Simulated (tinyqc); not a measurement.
X-ray photoelectron analysis of a thin oxide on a semiconductor: attenuation lengths, thickness, angle series and band offsets: one step, computed by the program tinyqc.

The same element is seen in the oxide and in the substrate, at nearly the same kinetic energy; films are flat and uniform, and the work function is ignored.

Problem. Band offsets by core levels. Valence band offset = (E_core - E_v)(substrate) - (E_core - E_v)(oxide) + (core level separation at the interface, oxide less substrate). The separation is made here from the given offset; a uniform field F that raises the binding energy towards the surface shifts the oxide peak by e F <z>, <z> = d/(1 - exp(-x)) - d/x, x = d/(L_o cos theta), being the mean distance from the interface. Conduction band offset = oxide gap - substrate gap - valence band offset.

Inputs (values chosen for the exercise, modelled on SiO2 on silicon):

| quantity | value | unit |
|---|---|---|
| oxide gap | 8.74 | eV |
| substrate gap | 1.12 | eV |
| oxide thickness d | 1.4 | nm |
| valence band offset used to make the data | 4.51 | eV |
| core level less valence band top, substrate | 98.72 | eV |
| core level less valence band top, thick oxide | 98.51 | eV |
| field in the oxide | 0.51 | MV/cm |

d/(L_o cos theta) = 0.4193271

Give: separation without field; <z>; separation with field; apparent valence band offset; true conduction band offset; apparent conduction band offset.

Solution.

separation without field = 4.3 eV

<z> = 0.7488 nm

separation with field = 4.338 eV

apparent valence band offset = 4.548 eV

true conduction band offset = 3.11 eV

apparent conduction band offset = 3.072 eV

The field biases both offsets by 0.038 eV, in opposite directions.
